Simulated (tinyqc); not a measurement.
Worked calculation: avalanche multiplication and breakdown of a junction from ionisation integrals. Computed by tinyqc, a small Python program that keeps every step. Command: `OMP_NUM_THREADS=1 python tinyqc.py 3015482 3015483 out.jsonl impact walk`. One thread of a shared host (Intel(R) Xeon(R) Processor @ 2.30GHz), about 0.01 s of CPU time with the checks. Intermediate numbers are printed to about 5 digits and carried at full precision; extremes and crossings named in words are read from the listed rows.

Ionisation coefficients follow the local field. Position x runs through the depletion layer from the p side (x = 0), where electrons enter, to the n side (x = w), where holes enter. The built-in voltage is neglected.

Inputs (values chosen for the exercise, modelled on germanium):

| quantity | value | unit |
|---|---|---|
| electron prefactor a_n | 1.5e+07 | 1/cm |
| electron field b_n | 1.6e+06 | V/cm |
| hole prefactor a_p | 1.05e+07 | 1/cm |
| hole field b_p | 1.31e+06 | V/cm |
| exponent c | 1 | - |
| permittivity eps | 16 | - |
| layer width W | 2.1 | micrometre |
| bias as a fraction of the breakdown voltage | 0.94 | - |

Junction: p-i-n with uniform field.

Constants: e = 1.602176634e-19 C; eps_0 = 8.8541878128e-12 F/m.

## Breakdown

alpha_n = a_n exp(-(b_n/F)^c), alpha_p = a_p exp(-(b_p/F)^c). Uniform field F = F_m, w = W, V = F_m W. With Phi(x) = int_0^x (alpha_n - alpha_p) dx': 1 - 1/M_n = I_n = int_0^w alpha_n exp(-Phi) dx and M_p = M_n exp(-Phi(w)); trapezoid rule on 401 even points; breakdown at I_n = 1. Solve I_n(F_m) = 1.

critical field F_m = 0.18328 MV/cm

width at breakdown = 2.1 micrometre

breakdown voltage = 38.489 V

## Coefficients at the critical field

The formulas are those given above.

alpha_n = 2425.5 1/cm

alpha_p = 8261.6 1/cm

ratio k = alpha_p/alpha_n = 3.4062

shorter ionisation length = 1.2104 micrometre

Holes ionise more readily at the peak field. For a uniform field the condition reads (alpha_n - alpha_p) W = ln(alpha_n/alpha_p): -1.2256 against -1.2256.

## Field and integrand below breakdown

Bias V = fraction times the breakdown voltage.

peak field = 0.17228 MV/cm

Every 50th point:

| x (micrometre) | F (MV/cm) | alpha_n (1/cm) | alpha_p (1/cm) | Phi | I_n up to x |
|---|---|---|---|---|---|
| 0.0000 | 0.17228 | 1389.3 | 5235.2 | 0.00000 | 0.00000 |
| 0.2625 | 0.17228 | 1389.3 | 5235.2 | -0.10095 | 0.03837 |
| 0.5250 | 0.17228 | 1389.3 | 5235.2 | -0.20191 | 0.08082 |
| 0.7875 | 0.17228 | 1389.3 | 5235.2 | -0.30286 | 0.12778 |
| 1.0500 | 0.17228 | 1389.3 | 5235.2 | -0.40382 | 0.17973 |
| 1.3125 | 0.17228 | 1389.3 | 5235.2 | -0.50477 | 0.23720 |
| 1.5750 | 0.17228 | 1389.3 | 5235.2 | -0.60572 | 0.30077 |
| 1.8375 | 0.17228 | 1389.3 | 5235.2 | -0.70668 | 0.37109 |
| 2.1000 | 0.17228 | 1389.3 | 5235.2 | -0.80763 | 0.44888 |

## Multiplication and noise

M_n = 1/(1 - I_n), M_p = M_n exp(-Phi(w)); McIntyre excess noise for the carrier with the larger M, F_x = k M + (1 - k)(2 - 1/M), with k = (smaller M - 1)/(larger M - 1).

M_n = 1.8145

M_p = 4.0692

effective k = 0.26538

excess noise factor = 2.3686

Injecting holes gives the larger gain and, at equal gain, the lower noise.

## Gain against bias and Miller's formula

Miller's exponent n is defined by 1 - 1/M = (V/V_B)^n for the larger M.

Gain:

| V/V_B | V (V) | F_m (MV/cm) | M_n | M_p | Miller exponent n |
|---|---|---|---|---|---|
| 0.50 | 19.244 | 0.09164 | 1.0001 | 1.001 | 9.5177 |
| 0.60 | 23.093 | 0.10997 | 1.0015 | 1.015 | 8.2624 |
| 0.70 | 26.942 | 0.12830 | 1.0127 | 1.085 | 7.1397 |
| 0.80 | 30.791 | 0.14662 | 1.0692 | 1.350 | 6.0508 |
| 0.90 | 34.640 | 0.16495 | 1.3574 | 2.451 | 4.9752 |
| 0.95 | 36.565 | 0.17412 | 2.0519 | 4.894 | 4.4559 |
| 0.98 | 37.719 | 0.17962 | 4.2451 | 12.416 | 4.1563 |
| 0.99 | 38.104 | 0.18145 | 7.9390 | 25.016 | 4.0590 |

The larger gain passes 2 between 0.800 and 0.900 of V_B and reaches 25.0 at 0.99. Miller's exponent runs from 4.1 to 9.5, so it is not a constant: a fit holds over a narrow range only. From the first row to the last the voltage grows by a factor 1.98 and the peak field by 1.98.

Checks made by the program: the hole form of the condition, int alpha_p exp(Phi(w) - Phi) dx = 1 (relative difference 6e-07).
